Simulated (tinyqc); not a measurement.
One-electron ion in a basis of Gaussians, step by step. One step of it, computed by the program tinyqc.

Problem. Matrices over normalised Gaussians. With p = a_i + a_j and I(k) = Gamma((k+1)/2) / (2 p^((k+1)/2)): S = I(2l+2), T = (2l+3) a_i a_j S / p, V = -Z I(2l+1), each divided by sqrt(S_ii S_jj).

exponents of r^l exp(-a r^2) (1/bohr^2): 1.334000  5.971000  26.720000  119.500000  534.900000  2394.000000  10710.000000

Z = 3

l = 0

Give: S; T; V.

Solution.

S, lower triangle:
```
       1      2      3      4      5      6      7
1  1.000
2  0.679  1.000
3  0.278  0.679  1.000
4  0.096  0.278  0.679  1.000
5  0.031  0.096  0.278  0.679  1.000
6  0.010  0.031  0.096  0.278  0.679  1.000
7  0.003  0.010  0.031  0.095  0.278  0.679  1.000
```

T (hartree), lower triangle:
```
       1      2       3        4        5         6          7
1  2.001
2  2.222  8.957
3  1.058  9.946  40.080
4  0.378  4.740  44.515  179.250
5  0.126  1.692  21.208  199.035  802.350
6  0.041  0.562   7.572   94.805  890.942  3591.000
7  0.013  0.184   2.515   33.859  424.508  3988.002  16065.000
```

V (hartree), lower triangle:
```
        1        2        3        4         5         6         7
1  -5.529
2  -6.214  -11.698
3  -4.979  -13.148  -24.746
4  -3.555  -10.535  -27.814  -52.333
5  -2.465   -7.521  -22.285  -58.818  -110.720
6  -1.698   -5.215  -15.909  -47.121  -124.441  -234.236
7  -1.168   -3.593  -11.034  -33.642   -99.704  -263.271  -495.434
```
